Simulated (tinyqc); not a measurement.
## Contact resistivity and sheet resistance from two contact lengths

Question. Rc = [sqrt(rc Rsh)/Wc] coth(Lc/(2 LT)), LT = sqrt(rc/Rsh), Wc = 48 nm; the second contact is twice as long as the first. Find LT, rc and Rsh.

Rc for Lc = 40 and 80 nm (ohm): 403.453362  242.003951

Solution. With t = tanh(Lc/(2 LT)) for the shorter contact, the resistance of the longer over that of the shorter is (1 + t^2)/2. Then sqrt(rc Rsh) = Rc t Wc, and rc and Rsh follow by multiplying and dividing by LT.

LT = 41.60 nm
rc = 3.600e-9 ohm cm^2
Rsh = 208.0 ohm

tinyqc, about 0.03 s, one thread, Intel Xeon 2.30GHz (shared host): `OMP_NUM_THREADS=1 python tinyqc.py 2170046 2170047 out.jsonl`
